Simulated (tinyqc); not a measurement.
Debye-Callaway model of lattice thermal conductivity. Changing the Casimir length L. Computed by tinyqc, a small Python program. Command: `OMP_NUM_THREADS=1 python tinyqc.py 3002922 3002923 out.jsonl callaway sweep`. One thread of a shared host (Intel(R) Xeon(R) Processor @ 2.30GHz), about 0.02 s of CPU time with the checks.

Three acoustic branches with one velocity v, cut at omega_D = k_B Theta/hbar; x = hbar omega/(k_B T). v and Theta are separate inputs: Theta cuts off the heat-carrying modes, so C need not reach 3 k_B/V. gamma is an effective value that sets the umklapp rate.

Inputs (values chosen for the exercise, modelled on cadmium telluride):
```
quantity                                value        unit
sound velocity v                         1930         m/s
Debye temperature Theta                   162           K
volume per atom V                          34  angstrom^3
mean atomic mass M                        120           u
effective Grueneisen parameter gamma     2.35           -
umklapp exponent divisor b                  2           -
mass variance Gamma                   0.00028           -
normal-process factor f_N                0.32           -
temperature T                             300           K
```

Sample: crystal. Point defects: isotopes. Normal processes: included.

Constants: k_B = 1.380649e-23 J/K; hbar = 1.054571817e-34 J s; u = 1.6605390666e-27 kg.

Method:
- Gamma is given directly by the isotope mixture. A = V Gamma/(4 pi v^3).
- Rates: point defects A omega^4; umklapp B omega^2 T exp(-Theta/(b T)) with B = hbar gamma^2/(M v^2 Theta); normal processes f_N B omega^2 T (T/Theta)^2. Boundaries: v/L.
- kappa_1 = c int tau_C g dx, g = x^4 e^x/(e^x - 1)^2, c = (k_B/(2 pi^2 v)) (k_B T/hbar)^3, over 0 < x < min(Theta/T, 40), by 96 Gauss-Legendre points in s with x = x_max s^2; 1/tau_C = 1/tau_R + 1/tau_N; kappa_2 = c [int (tau_C/tau_N) g dx]^2 / int (tau_C/(tau_N tau_R)) g dx; kappa = kappa_1 + kappa_2.
- Heat capacity C = 3 c int g dx / v^2; grey free path 3 kappa/(C v); the median free path v tau_C halves kappa_1 when the quadrature points are ordered by free path (each counted at half its weight, interpolated in the logarithm); likewise at 10 % and 90 %.

One run for each value:
```
Casimir length L (micrometre)  kappa (W/(m K))  grey free path (nm)  median free path (nm)
0.02                                    3.1201               5.3015                 3.2273
0.075                                   4.0774               6.9281                 4.3402
0.28                                    4.5523               7.7349                 5.1781
1.1                                     4.7731               8.1101                 5.7475
4                                       4.8684               8.2721                 6.0642
15                                      4.9156               8.3523                 6.2484
56                                      4.9389               8.3919                 6.3475
210                                     4.9507               8.4120                 6.3998
800                                     4.9568               8.4223                 6.4273
3000                                    4.9599               8.4275                 6.4413
```

Over the rows, kappa (W/(m K)) rises from 3.12 to 4.96 (exponent d ln y / d ln x 0.20 between the first rows and 4.7e-4 between the last); grey free path (nm) rises from 5.30 to 8.43 (exponent d ln y / d ln x 0.20 between the first rows and 4.7e-4 between the last); median free path (nm) rises from 3.23 to 6.44 (exponent d ln y / d ln x 0.22 between the first rows and 0.0016 between the last). At the high end the exponent of kappa is 0.00, close to 0: the sample is bulk-like.
